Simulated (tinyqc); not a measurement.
Valence-band anticrossing with a localised impurity level: sweeps and comparisons. A value that a table varies takes the place of the one given here.

Host valence band EM(k) = al x - c k^2/mM, c = hbar^2/2m0, coupled to a flat level EI by V = C sqrt(x): H = [[EM, V], [V, EI]], E+/- = (EM + EI)/2 +/- sqrt((EM - EI)^2/4 + V^2). The host weight of a state at E is f = 1/(1 + V^2/(E - EI)^2), and its mass at k = 0 is mM/f. The gap is Eg - E+(0), the conduction edge staying at Eg.

Constants: hbar^2/2m0 = 3.80998211 eV angstrom^2.

Inputs chosen for the exercise (host near GaAs; the results hold for these values, not for the real material):
- Eg = 1.499 eV (gap at Gamma to the s-like level)
- mM = 0.48 m0 (mass of the host band)
- EI = -0.201 eV (impurity level, from the valence top of the host)
- C = 1.08 eV (coupling)
- al = 1.11 eV (linear shift of the host edge)
- x = 0.0034 (impurity fraction)

## Impurity fraction

The last column is the bowing that a quadratic law would need at that x, (Eg - gap)/(x (1 - x)), with equal end gaps.

Results:
```
x (%)  E- (eV)  E+ (eV)  gap (eV)  host weight of E+  mass of E+  bowing (eV)
0.1    -0.2066   0.0067    1.4923              0.974      0.4930          6.7
0.2    -0.2119   0.0131    1.4859              0.952      0.5044          6.6
0.5    -0.2262   0.0307    1.4683              0.902      0.5321          6.2
1.0    -0.2463   0.0564    1.4426              0.850      0.5645          5.7
2.0    -0.2786   0.0998    1.3992              0.795      0.6038          5.1
3.0    -0.3046   0.1369    1.3621              0.765      0.6271          4.7
5.0    -0.3462   0.2007    1.2983              0.735      0.6535          4.2
8.0    -0.3942   0.2820    1.2170              0.714      0.6720          3.8
```

What can be read from the table?

The apparent bowing falls from 6.7 to 3.8 eV, so no single constant describes the gap: the part from the coupling goes as x while V is small against |EM - EI| and as sqrt(x) beyond (V = |EI| near x = 3.46 %), with the linear term al x on top; the fall of the gap goes as the power 0.96 of x between the first two rows and 0.72 between the last two. The mass of E+ goes from 0.4930 to 0.6720, higher although the gap falls; with al = 0 the weight tends to 1/2 at large x.

## What each parameter does

At k = 0. Each row changes one parameter from the base and keeps the others.

Results:
```
case            E- (eV)  E+ (eV)  gap (eV)  mass (m0)
base            -0.2188   0.0216    1.4774     0.5184
EI = -0.151 eV  -0.1734   0.0262    1.4728     0.5407
al = 1.61 eV    -0.2187   0.0232    1.4758     0.5179
Eg = 1.549 eV   -0.2188   0.0216    1.5274     0.5184
C = 1.242 eV    -0.2240   0.0268    1.4722     0.5285
x = 0.00289     -0.2164   0.0186    1.4804     0.5136
mM = 0.408 m0   -0.2188   0.0216    1.4774     0.4407
```

What can be read from the table?

The largest shifts from the base row, up to three for each result and ties (the steps differ in size, so this ranks the rows, not the parameters). E- (eV): EI +0.0454, C -0.0052, x +0.0025; unchanged at the printed digits by Eg and mM. E+ (eV): C +0.0052, EI +0.0046, x -0.0030; unchanged at the printed digits by Eg and mM. gap (eV): Eg +0.0500, C -0.0052, EI -0.0046; unchanged at the printed digits by mM. mass (m0): mM -0.0778, EI +0.0222, C +0.0101; unchanged at the printed digits by Eg.

Computed by tinyqc, a small Python program: `OMP_NUM_THREADS=1 python tinyqc.py 1050204 1050205 out.jsonl` (the numbers bound the seed that draws the inputs); one thread of a shared host (Intel(R) Xeon(R) Processor @ 2.30GHz), about 0.01 s for the whole set of steps.
